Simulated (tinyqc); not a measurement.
Worked calculation (part 1 of 2): RKS/LDA (VWN5) in the sto-6g basis, for BeH2, spin multiplicity 1. Computed by tinyqc, a small Python program that keeps every step (integrals from PySCF). Settings: charge = 0, multiplicity = 1, basis = sto-6g, energy threshold = 1e-08, iteration cap = 53, orthogonalisation = canonical, start = core, DIIS depth = 4, shift = 1.0, method = RKS, functional = lda,vwn, grid = [10, 50]. Command: `OMP_NUM_THREADS=1 python tinyqc.py 25058 25059 out.jsonl` (the two numbers bound the seeds that draw the settings). One thread of a shared host (Intel(R) Xeon(R) Processor @ 2.60GHz), about 0.4 s of CPU time with the checks. Later iterations appear only in the table of the cycle.

## One-electron integrals

Geometry (angstrom):
```
atom         x          y         z
Be    0.000000   0.000000  0.000000
H     0.000000   1.579000  0.000000
H     0.000000  -1.579000  0.000000
```

Basis sto-6g: exponents (1/bohr^2) and contraction coefficients of normalised primitives:
```
element  l (shell)    exponent  coefficient
Be           s (1)  312.870494     0.009164
Be           s (1)   57.364463     0.049361
Be           s (1)   16.048509     0.168538
Be           s (1)    5.513096     0.370563
Be           s (1)    2.140897     0.416492
Be           s (1)    0.881739     0.130334
Be           s (2)   13.633247    -0.013253
Be           s (2)    2.698375    -0.046992
Be           s (2)    0.838653    -0.033785
Be           s (2)    0.322660     0.250242
Be           s (2)    0.140131     0.595117
Be           s (2)    0.064233     0.240706
Be           p (3)   13.633247     0.003760
Be           p (3)    2.698375     0.037679
Be           p (3)    0.838653     0.173897
Be           p (3)    0.322660     0.418036
Be           p (3)    0.140131     0.425860
Be           p (3)    0.064233     0.101708
H            s (1)   35.523221     0.009164
H            s (1)    6.513144     0.049361
H            s (1)    1.822143     0.168538
H            s (1)    0.625955     0.370563
H            s (1)    0.243077     0.416492
H            s (1)    0.100112     0.130334
```

Overlap, kinetic and nuclear-attraction integrals over the contracted functions; the nuclear repulsion is the sum of Za Zb / Rab.

nuclear repulsion = 2.84864236 hartree

overlap S, lower triangle:
```
           1Be 1s    1Be 2s   1Be 2px    1Be 2py   1Be 2pz     2H 1s     3H 1s
1Be 1s   1.000000
1Be 2s   0.254764  1.000000
1Be 2px  0.000000  0.000000  1.000000
1Be 2py  0.000000  0.000000  0.000000   1.000000
1Be 2pz  0.000000  0.000000  0.000000   0.000000  1.000000
2H 1s    0.042329  0.368502  0.000000   0.450395  0.000000  1.000000
3H 1s    0.042329  0.368502  0.000000  -0.450395  0.000000  0.016279  1.000000
```

kinetic energy T (hartree), lower triangle:
```
            1Be 1s    1Be 2s   1Be 2px    1Be 2py   1Be 2pz      2H 1s     3H 1s
1Be 1s    6.768753
1Be 2s   -0.207382  0.220121
1Be 2px   0.000000  0.000000  0.661265
1Be 2py   0.000000  0.000000  0.000000   0.661265
1Be 2pz   0.000000  0.000000  0.000000   0.000000  0.661265
2H 1s    -0.012213  0.037628  0.000000   0.123229  0.000000   0.768522
3H 1s    -0.012213  0.037628  0.000000  -0.123229  0.000000  -0.004585  0.768522
```

nuclear attraction V (hartree), lower triangle:
```
             1Be 1s     1Be 2s    1Be 2px    1Be 2py    1Be 2pz      2H 1s      3H 1s
1Be 1s   -15.385060
1Be 2s    -1.821493  -2.948347
1Be 2px    0.000000   0.000000  -2.888176
1Be 2py    0.000000   0.000000   0.000000  -3.068417
1Be 2pz    0.000000   0.000000   0.000000   0.000000  -2.888176
2H 1s     -0.328108  -0.995097   0.000000  -1.190852   0.000000  -2.743816
3H 1s     -0.328108  -0.995097   0.000000   1.190852   0.000000  -0.049551  -2.743816
```

core Hamiltonian H = T + V (hartree), lower triangle:
```
            1Be 1s     1Be 2s    1Be 2px    1Be 2py    1Be 2pz      2H 1s      3H 1s
1Be 1s   -8.616307
1Be 2s   -2.028875  -2.728226
1Be 2px   0.000000   0.000000  -2.226911
1Be 2py   0.000000   0.000000   0.000000  -2.407152
1Be 2pz   0.000000   0.000000   0.000000   0.000000  -2.226911
2H 1s    -0.340320  -0.957469   0.000000  -1.067623   0.000000  -1.975294
3H 1s    -0.340320  -0.957469   0.000000   1.067623   0.000000  -0.054137  -1.975294
```

## Two-electron integrals

Functions are numbered as in S; the eight-fold symmetry (ij|kl) = (ji|kl) = (kl|ij) leaves the list below.

Two-electron integrals (ij|kl) in chemists' order, unique and non-zero (hartree):
```
(11|11) 2.299996    (21|11) 0.361879    (21|21) 0.071926    (22|11) 0.570332
(22|21) 0.139654    (22|22) 0.417773    (31|31) 0.015252    (32|31) 0.022555
(32|32) 0.092340    (33|11) 0.570332    (33|21) 0.139654    (33|22) 0.417773
(33|33) 0.450117    (41|41) 0.015252    (42|41) 0.022555    (42|42) 0.092340
(43|43) 0.024258    (44|11) 0.570332    (44|21) 0.139654    (44|22) 0.417773
(44|33) 0.401601    (44|44) 0.450117    (51|51) 0.015252    (52|51) 0.022555
(52|52) 0.092340    (53|53) 0.024258    (54|54) 0.024258    (55|11) 0.570332
(55|21) 0.139654    (55|22) 0.417773    (55|33) 0.401601    (55|44) 0.401601
(55|55) 0.450117    (61|11) 0.061449    (61|21) 0.011877    (61|22) 0.023030
(61|33) 0.022840    (61|41) 0.001179    (61|42) 0.002308    (61|44) 0.023411
(61|55) 0.022840    (61|61) 0.002075    (62|11) 0.164478    (62|21) 0.041014
(62|22) 0.135627    (62|33) 0.130325    (62|41) 0.005682    (62|42) 0.034856
(62|44) 0.146230    (62|55) 0.130325    (62|61) 0.007526    (62|62) 0.068525
(63|31) 0.003725    (63|32) 0.017498    (63|43) 0.005861    (63|63) 0.005852
(64|11) 0.182795    (64|21) 0.046113    (64|22) 0.159093    (64|33) 0.149773
(64|41) 0.009122    (64|42) 0.054156    (64|44) 0.177733    (64|55) 0.149773
(64|61) 0.008838    (64|62) 0.091073    (64|64) 0.124304    (65|51) 0.003725
(65|52) 0.017498    (65|54) 0.005861    (65|65) 0.005852    (66|11) 0.333976
(66|21) 0.084882    (66|22) 0.314350    (66|33) 0.292092    (66|41) 0.013102
(66|42) 0.105470    (66|44) 0.358867    (66|55) 0.292092    (66|61) 0.016017
(66|62) 0.206494    (66|64) 0.290198    (66|66) 0.774999    (71|11) 0.061449
(71|21) 0.011877    (71|22) 0.023030    (71|33) 0.022840    (71|41) -0.001179
(71|42) -0.002308   (71|44) 0.023411    (71|55) 0.022840    (71|61) 0.001876
(71|62) 0.006214    (71|64) 0.006748    (71|66) 0.012751    (71|71) 0.002075
(72|11) 0.164478    (72|21) 0.041014    (72|22) 0.135627    (72|33) 0.130325
(72|41) -0.005682   (72|42) -0.034856   (72|44) 0.146230    (72|55) 0.130325
(72|61) 0.006214    (72|62) 0.033908    (72|64) 0.036665    (72|66) 0.074728
(72|71) 0.007526    (72|72) 0.068525    (73|31) 0.003725    (73|32) 0.017498
(73|43) -0.005861   (73|63) 0.002208    (73|73) 0.005852    (74|11) -0.182795
(74|21) -0.046113   (74|22) -0.159093   (74|33) -0.149773   (74|41) 0.009122
(74|42) 0.054156    (74|44) -0.177733   (74|55) -0.149773   (74|61) -0.006748
(74|62) -0.036665   (74|64) -0.038535   (74|66) -0.080293   (74|71) -0.008838
(74|72) -0.091073   (74|74) 0.124304    (75|51) 0.003725    (75|52) 0.017498
(75|54) -0.005861   (75|65) 0.002208    (75|75) 0.005852    (76|11) 0.009032
(76|21) 0.002195    (76|22) 0.006650    (76|33) 0.006517    (76|44) 0.006917
(76|55) 0.006517    (76|61) 0.000365    (76|62) 0.002303    (76|64) 0.002779
(76|66) 0.005741    (76|71) 0.000365    (76|72) 0.002303    (76|74) -0.002779
(76|76) 0.000109    (77|11) 0.333976    (77|21) 0.084882    (77|22) 0.314350
(77|33) 0.292092    (77|41) -0.013102   (77|42) -0.105470   (77|44) 0.358867
(77|55) 0.292092    (77|61) 0.012751    (77|62) 0.074728    (77|64) 0.080293
(77|66) 0.167560    (77|71) 0.016017    (77|72) 0.206494    (77|74) -0.290198
(77|76) 0.005741    (77|77) 0.774999
```

## Orthogonalisation

S = U s U^T; canonical form X = U s^(-1/2), so that X^T S X = 1. Each column of U has its largest component positive (the first on a tie).

eigenvalues of S: 0.354854  0.448464  0.956023  1.000000  1.000000  1.611793  1.628867

X:
```
                 1          2          3         4         5         6          7
1Be 1s    0.000000  -0.396280   0.919332  0.000000  0.000000  0.274638   0.000000
1Be 2s    0.000000   1.081268  -0.054166  0.000000  0.000000  0.541652   0.000000
1Be 2px   0.000000   0.000000   0.000000  0.000000  1.000000  0.000000   0.000000
1Be 2py   1.179418   0.000000   0.000000  0.000000  0.000000  0.000000   0.557570
1Be 2pz   0.000000   0.000000   0.000000  1.000000  0.000000  0.000000   0.000000
2H 1s    -0.844700  -0.672182  -0.314559  0.000000  0.000000  0.354694   0.389255
3H 1s     0.844700  -0.672182  -0.314559  0.000000  0.000000  0.354694  -0.389255
```

Within a degenerate level the vectors are fixed only up to a rotation; this is one choice.

## Starting guess

The start is the orbitals of the core Hamiltonian; D = 2 C_occ C_occ^T.

D at the start, lower triangle:
```
            1Be 1s    1Be 2s   1Be 2px    1Be 2py   1Be 2pz      2H 1s     3H 1s
1Be 1s    2.138353
1Be 2s   -0.534788  2.018250
1Be 2px   0.000000  0.000000  0.000000
1Be 2py   0.000000  0.000000  0.000000   2.141368
1Be 2pz   0.000000  0.000000  0.000000   0.000000  0.000000
2H 1s    -0.001939  0.074800  0.000000  -0.081888  0.000000   0.006064
3H 1s    -0.001939  0.074800  0.000000   0.081888  0.000000  -0.000199  0.006064
```

## Iteration 1: exchange-correlation on the grid

Becke grid with 10 radial and 50 angular points per atom, points of zero weight dropped. rho = sum D_ij phi_i phi_j; V_xc,ij = sum w v_xc phi_i phi_j; v_xc is d(rho eps)/d rho.

The 12 grid points with the largest w rho, of 1488 (bohr, atomic units):
```
x                  y          z         w       rho     eps_xc       v_xc
-0.558457   1.675370   0.558457  0.671776  0.073637  -0.360713  -0.471172
-0.558457   1.675370  -0.558457  0.671776  0.073637  -0.360713  -0.471172
-0.558457  -1.675370  -0.558457  0.671776  0.073637  -0.360713  -0.471172
0.558457   -1.675370  -0.558457  0.671776  0.073637  -0.360713  -0.471172
-0.558457  -1.675370   0.558457  0.671776  0.073637  -0.360713  -0.471172
0.558457    1.675370   0.558457  0.671776  0.073637  -0.360713  -0.471172
0.558457   -1.675370   0.558457  0.671776  0.073637  -0.360713  -0.471172
0.558457    1.675370  -0.558457  0.671776  0.073637  -0.360713  -0.471172
-1.309697   1.309697   0.000000  0.923405  0.053449  -0.327049  -0.426900
-1.309697  -1.309697   0.000000  0.923405  0.053449  -0.327049  -0.426900
0.000000   -1.309697  -1.309697  0.923405  0.053449  -0.327049  -0.426900
0.000000    1.309697   1.309697  0.923405  0.053449  -0.327049  -0.426900
```

electrons on the grid, sum of w rho = 6.016370

E_xc = sum of w rho eps_xc = -3.38049458 hartree

V_xc (hartree), lower triangle:
```
            1Be 1s     1Be 2s    1Be 2px    1Be 2py    1Be 2pz      2H 1s      3H 1s
1Be 1s   -1.434839
1Be 2s   -0.200735  -0.361712
1Be 2px   0.000000   0.000000  -0.339825
1Be 2py   0.000000   0.000000   0.000000  -0.403798
1Be 2pz   0.000000   0.000000   0.000000   0.000000  -0.339825
2H 1s    -0.035590  -0.120771   0.000000  -0.144527   0.000000  -0.268142
3H 1s    -0.035590  -0.120771   0.000000   0.144527   0.000000  -0.006113  -0.268142
```

## Iteration 1: building the Kohn-Sham matrix

J_ij = sum D_kl (ij|kl); F = H + J + V_xc; E = tr D H + tr D J / 2 + E_xc + E_nn.

Coulomb J (hartree), lower triangle:
```
           1Be 1s    1Be 2s   1Be 2px    1Be 2py   1Be 2pz     2H 1s     3H 1s
1Be 1s   6.896414
1Be 2s   1.275904  2.800075
1Be 2px  0.000000  0.000000  2.766644
1Be 2py  0.000000  0.000000  0.000000   2.866940
1Be 2pz  0.000000  0.000000  0.000000   0.000000  2.766644
2H 1s    0.214970  0.890760  0.000000   1.037866  0.000000  2.013269
3H 1s    0.214970  0.890760  0.000000  -1.037866  0.000000  0.045047  2.013269
```

Kohn-Sham matrix F (hartree), lower triangle:
```
            1Be 1s     1Be 2s   1Be 2px    1Be 2py   1Be 2pz      2H 1s      3H 1s
1Be 1s   -3.154732
1Be 2s   -0.953706  -0.289863
1Be 2px   0.000000   0.000000  0.199908
1Be 2py   0.000000   0.000000  0.000000   0.055989
1Be 2pz   0.000000   0.000000  0.000000   0.000000  0.199908
2H 1s    -0.160940  -0.187480  0.000000  -0.174285  0.000000  -0.230167
3H 1s    -0.160940  -0.187480  0.000000   0.174285  0.000000  -0.015203  -0.230167
```

total energy of this density = -14.84442383 hartree

## Iteration 1: diagonalisation and new density

A level shift of 1 hartree raises the virtual space: F + shift (S - S D(s) S), with D(s) the density of one spin (D/2). Diagonalise F' = X^T F X, C = X C', fill 3 alpha and 3 beta electrons from the bottom; D = 2 C_occ C_occ^T. Each column has its largest component positive (the first on a tie).

F' = X^T F X (hartree), lower triangle:
```
           1          2          3         4         5          6         7
1   1.256999
2   0.000000   0.839238
3   0.000000   0.684251  -2.304166
4   0.000000   0.000000   0.000000  1.199908
5   0.000000   0.000000   0.000000  0.000000  1.199908
6   0.000000  -0.018225  -1.347764  0.000000  0.000000  -0.722824
7  -0.224020   0.000000   0.000000  0.000000  0.000000   0.000000  0.009608
```

orbital energies (hartree): MO1 -3.162353, MO2 -0.074204, MO3 -0.029404, MO4 1.048805, MO5 1.199908, MO6 1.199908, MO7 1.296011

coefficients C:
```
               MO1        MO2        MO3        MO4        MO5       MO6        MO7
1Be 1s    0.985500  -0.276124   0.000000  -0.173724   0.000000  0.000000   0.000000
1Be 2s    0.053907   0.835964   0.000000   0.873910   0.000000  0.000000   0.000000
1Be 2px   0.000000   0.000000   0.000000   0.000000   0.718898  0.695116   0.000000
1Be 2py   0.000000   0.000000   0.751647   0.000000   0.000000  0.000000   1.066273
1Be 2pz   0.000000   0.000000   0.000000   0.000000  -0.695116  0.718898   0.000000
2H 1s    -0.005021   0.211933   0.238565  -0.794759   0.000000  0.000000  -0.898957
3H 1s    -0.005021   0.211933  -0.238565  -0.794759   0.000000  0.000000   0.898957
```

D after iteration 1, lower triangle:
```
            1Be 1s    1Be 2s   1Be 2px    1Be 2py   1Be 2pz      2H 1s     3H 1s
1Be 1s    2.094911
1Be 2s   -0.355409  1.403484
1Be 2px   0.000000  0.000000  0.000000
1Be 2py   0.000000  0.000000  0.000000   1.129946
1Be 2pz   0.000000  0.000000  0.000000   0.000000  0.000000
2H 1s    -0.126937  0.353796  0.000000   0.358634  0.000000   0.203709
3H 1s    -0.126937  0.353796  0.000000  -0.358634  0.000000  -0.023945  0.203709
```

Within a degenerate level the vectors are fixed only up to a rotation; this is one choice.

## Iteration 2: exchange-correlation on the grid

As before.

The 12 grid points with the largest w rho, of 1488 (bohr, atomic units):
```
x                  y          z         w       rho     eps_xc       v_xc
-0.558457   1.675370   0.558457  0.671776  0.067235  -0.350810  -0.458145
-0.558457   1.675370  -0.558457  0.671776  0.067235  -0.350810  -0.458145
-0.558457  -1.675370  -0.558457  0.671776  0.067235  -0.350810  -0.458145
0.558457   -1.675370  -0.558457  0.671776  0.067235  -0.350810  -0.458145
-0.558457  -1.675370   0.558457  0.671776  0.067235  -0.350810  -0.458145
0.558457    1.675370   0.558457  0.671776  0.067235  -0.350810  -0.458145
0.558457   -1.675370   0.558457  0.671776  0.067235  -0.350810  -0.458145
0.558457    1.675370  -0.558457  0.671776  0.067235  -0.350810  -0.458145
-1.309697   1.309697   0.000000  0.923405  0.041254  -0.302216  -0.394268
0.000000    1.309697   1.309697  0.923405  0.041254  -0.302216  -0.394268
0.000000   -1.309697  -1.309697  0.923405  0.041254  -0.302216  -0.394268
-1.309697  -1.309697   0.000000  0.923405  0.041254  -0.302216  -0.394268
```

electrons on the grid, sum of w rho = 6.011168

E_xc = sum of w rho eps_xc = -3.29509888 hartree

V_xc (hartree), lower triangle:
```
            1Be 1s     1Be 2s    1Be 2px    1Be 2py    1Be 2pz      2H 1s      3H 1s
1Be 1s   -1.423504
1Be 2s   -0.194666  -0.343713
1Be 2px   0.000000   0.000000  -0.316811
1Be 2py   0.000000   0.000000   0.000000  -0.395930
1Be 2pz   0.000000   0.000000   0.000000   0.000000  -0.316811
2H 1s    -0.034586  -0.130661   0.000000  -0.164495   0.000000  -0.369990
3H 1s    -0.034586  -0.130661   0.000000   0.164495   0.000000  -0.006129  -0.369990
```

## Iteration 2: building the Kohn-Sham matrix

As before.

Coulomb J (hartree), lower triangle:
```
           1Be 1s    1Be 2s   1Be 2px    1Be 2py   1Be 2pz     2H 1s     3H 1s
1Be 1s   6.605378
1Be 2s   1.213421  2.690145
1Be 2px  0.000000  0.000000  2.642035
1Be 2py  0.000000  0.000000  0.000000   2.786369
1Be 2pz  0.000000  0.000000  0.000000   0.000000  2.642035
2H 1s    0.204805  0.888786  0.000000   1.052842  0.000000  2.135161
3H 1s    0.204805  0.888786  0.000000  -1.052842  0.000000  0.043906  2.135161
```

Kohn-Sham matrix F (hartree), lower triangle:
```
            1Be 1s     1Be 2s   1Be 2px    1Be 2py   1Be 2pz      2H 1s      3H 1s
1Be 1s   -3.434432
1Be 2s   -1.010120  -0.381794
1Be 2px   0.000000   0.000000  0.098313
1Be 2py   0.000000   0.000000  0.000000  -0.016713
1Be 2pz   0.000000   0.000000  0.000000   0.000000  0.098313
2H 1s    -0.170101  -0.199344  0.000000  -0.179275  0.000000  -0.210123
3H 1s    -0.170101  -0.199344  0.000000   0.179275  0.000000  -0.016360  -0.210123
```

total energy of this density = -15.40401728 hartree

## Iteration 2: DIIS over 2 matrices

error matrix X^T (FDS - SDF) X:
```
           1          2          3         4         5         6         7
1   0.000000   0.000000   0.000000  0.000000  0.000000  0.000000  0.441560
2   0.000000   0.000000  -0.157576  0.000000  0.000000  0.257312  0.000000
3   0.000000   0.157576   0.000000  0.000000  0.000000  0.039599  0.000000
4   0.000000   0.000000   0.000000  0.000000  0.000000  0.000000  0.000000
5   0.000000   0.000000   0.000000  0.000000  0.000000  0.000000  0.000000
6   0.000000  -0.257312  -0.039599  0.000000  0.000000  0.000000  0.000000
7  -0.441560   0.000000   0.000000  0.000000  0.000000  0.000000  0.000000
```

B (overlaps of the stored error matrices):
```
               1              2
1  1.6234184e+00  9.5472171e-01
2  9.5472171e-01  5.7516599e-01
```

Minimise |sum c_i e_i|^2 with sum c_i = 1: solve [B -1; -1 0][c; lambda] = [0; -1] with B_ij = tr e_i^T e_j, and take F = sum c_i F_i.

DIIS coefficients: -1.312701  2.312701

extrapolated F (hartree), lower triangle:
```
            1Be 1s     1Be 2s    1Be 2px    1Be 2py    1Be 2pz      2H 1s      3H 1s
1Be 1s   -3.801595
1Be 2s   -1.084174  -0.502472
1Be 2px   0.000000   0.000000  -0.035051
1Be 2py   0.000000   0.000000   0.000000  -0.112148
1Be 2pz   0.000000   0.000000   0.000000   0.000000  -0.035051
2H 1s    -0.182127  -0.214918   0.000000  -0.185827   0.000000  -0.183811
3H 1s    -0.182127  -0.214918   0.000000   0.185827   0.000000  -0.017878  -0.183811
```

## Iteration 2: diagonalisation and new density

As before.

F' = X^T F X (hartree), lower triangle:
```
           1         2          3         4         5          6          7
1   1.318296
2   0.000000  0.865138
3   0.000000  0.799881  -2.871949
4   0.000000  0.000000   0.000000  0.964949
5   0.000000  0.000000   0.000000  0.000000  0.964949
6   0.000000  0.028554  -1.492011  0.000000  0.000000  -0.994009
7  -0.129232  0.000000   0.000000  0.000000  0.000000   0.000000  -0.217041
```

orbital energies (hartree): MO1 -3.805856, MO2 -0.271822, MO3 -0.227843, MO4 0.964949, MO5 0.964949, MO6 1.076858, MO7 1.329097

coefficients C:
```
               MO1        MO2        MO3       MO4        MO5        MO6        MO7
1Be 1s    0.989921  -0.250340   0.000000  0.000000   0.000000  -0.187139   0.000000
1Be 2s    0.039714   0.785278   0.000000  0.000000   0.000000   0.920447   0.000000
1Be 2px   0.000000   0.000000   0.000000  0.018771   0.999824   0.000000   0.000000
1Be 2py   0.000000   0.000000   0.653870  0.000000   0.000000   0.000000   1.128877
1Be 2pz   0.000000   0.000000   0.000000  0.999824  -0.018771   0.000000   0.000000
2H 1s    -0.007354   0.257000   0.317545  0.000000   0.000000  -0.781332  -0.874187
3H 1s    -0.007354   0.257000  -0.317545  0.000000   0.000000  -0.781332   0.874187
```

D after iteration 2, lower triangle:
```
            1Be 1s    1Be 2s   1Be 2px    1Be 2py   1Be 2pz      2H 1s     3H 1s
1Be 1s    2.085229
1Be 2s   -0.314545  1.236477
1Be 2px   0.000000  0.000000  0.000000
1Be 2py   0.000000  0.000000  0.000000   0.855092
1Be 2pz   0.000000  0.000000  0.000000   0.000000  0.000000
2H 1s    -0.143234  0.403049  0.000000   0.415266  0.000000   0.333876
3H 1s    -0.143234  0.403049  0.000000  -0.415266  0.000000  -0.069463  0.333876
```

Within a degenerate level the vectors are fixed only up to a rotation; this is one choice.
